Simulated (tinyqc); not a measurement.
Inside a calculation. Model: Zener tunnelling in a reverse-biased junction, two-band WKB.

Computed by the program tinyqc: `OMP_NUM_THREADS=1 python tinyqc.py 2620171 2620172 out.jsonl`, one thread of a shared Intel Xeon 2.30GHz, about 0.03 s for the whole run. Printed values are rounded.

Abrupt p-n junction, depletion approximation. Energies E are counted from the conduction-band edge of the neutral n side; its Fermi level lies at dn, that of the p side at dn - V, and the valence-band edge of the neutral p side at Em = dn + dp - V. Tunnelling needs 0 < E < Em. Two-band dispersion with equal masses m: inside the gap kappa = sqrt(m u (1 - u/Eg)/C), u the distance from a band edge, C = hbar^2/(2 m0).

Inputs (values chosen for the exercise); band and dielectric values close to those of gallium arsenide:
- T = 300 K (temperature)
- Eg = 1.44 eV (band gap)
- eps_r = 13 (relative permittivity)
- Nc = 4.33e17 cm^-3 (conduction-band density of states at 300 K)
- Nv = 8.91e18 cm^-3 (valence-band density of states at 300 K)
- m = 0.081 m0 (band-edge mass of the two-band model)
- Na = 9e18 cm^-3 (acceptor density)
- Nd = 5.3e18 cm^-3 (donor density)
- V = -1.4 V (bias of the p side)
- nE = 13 (points of the energy grid)

Constants: q = 1.602176634e-19 C, kB = 1.380649e-23 J/K, hbar = 1.054571817e-34 J s, h = 6.62607015e-34 J s, m0 = 9.1093837015e-31 kg, Vt = kB T/q, eps0 = 8.8541878128e-14 F/cm where lengths are in cm, hbar^2/(2 m0) = 0.0380998212 eV nm^2. Results are converted to the units shown.

Range of the model: Parabolic densities of states, no band tails and no gap narrowing, all of which matter at such doping.

## Fermi levels and built-in voltage

Nd = Nc F12(dn/Vt), Na = Nv F12(dp/Vt), F12(x) = (2/sqrt(pi)) int_0^infinity sqrt(u)/(1 + exp(u - x)) du; dn = EF - Ec on the n side, dp = Ev - EF on the p side (negative outside the bands); Vbi = Eg + dn + dp.

dn = 0.162541 eV
dp = 0.00936548 eV
Vbi = 1.61191 V

Boltzmann statistics would give dn = 0.0648 eV and dp = 2.60e-4 eV. At zero bias the bands of the two sides overlap by dn + dp.

## Width, field and exponent

W = sqrt(2 eps0 eps_r (Vbi - V)(1/Na + 1/Nd)/q), mean field F = (Vbi - V)/W, peak field 2 F. In a uniform field F the exponent is S = pi sqrt(m/C) Eg^1.5/(4 F). Transverse energy Et = C kt^2/m raises it to S (1 + 4 Et/Eg), so T = exp(-S) exp(-Et/Eb) with Eb = Eg/(4 S). KJ = (2 q^2/h) m/(4 pi C) (times 1e14 for A/cm^2 per eV^2).

W = 36.0193 nm
mean field = 0.836192 MV/cm
S = 23.6651
exp(-S) = 5.27682e-11
Eb = 15.2123 meV
tunnelling length Eg/F = 17.2209 nm

## Current density on a coarse grid

J = KJ exp(-S) Eb times the integral from 0 to Em of [f(E - dn) - f(E - dn + V)] [1 - exp(-min(E, Em - E)/Eb)] dE, f(x) = 1/(1 + exp(x/Vt)), with S and Eb from the mean field; J > 0 flows from p to n. KJ = (2 q^2/h) m/(4 pi C) (times 1e14 for A/cm^2 per eV^2). Simpson's rule on nE equally spaced points from 0 to Em.

| point | E (eV) | difference of the f | transverse factor |
|---|---|---|---|
| 0 | 0.00000 | -0.00186 | 0.00000 |
| 1 | 0.13099 | -0.22787 | 0.99982 |
| 2 | 0.26198 | -0.97909 | 1.00000 |
| 3 | 0.39298 | -0.99987 | 1.00000 |
| 4 | 0.52397 | -1.00000 | 1.00000 |
| 5 | 0.65496 | -1.00000 | 1.00000 |
| 6 | 0.78595 | -1.00000 | 1.00000 |
| 7 | 0.91695 | -1.00000 | 1.00000 |
| 8 | 1.04794 | -1.00000 | 1.00000 |
| 9 | 1.17893 | -1.00000 | 1.00000 |
| 10 | 1.30992 | -0.99994 | 1.00000 |
| 11 | 1.44091 | -0.99103 | 0.99982 |
| 12 | 1.57191 | -0.41041 | 0.00000 |

integral = -1.34626 eV
KJ = 1.31083e9 A/(cm^2 eV^2)
J = -0.00141659 A/cm^2

A converged quadrature gives -0.001450 A/cm^2; this grid is 2.3 % below that in size.
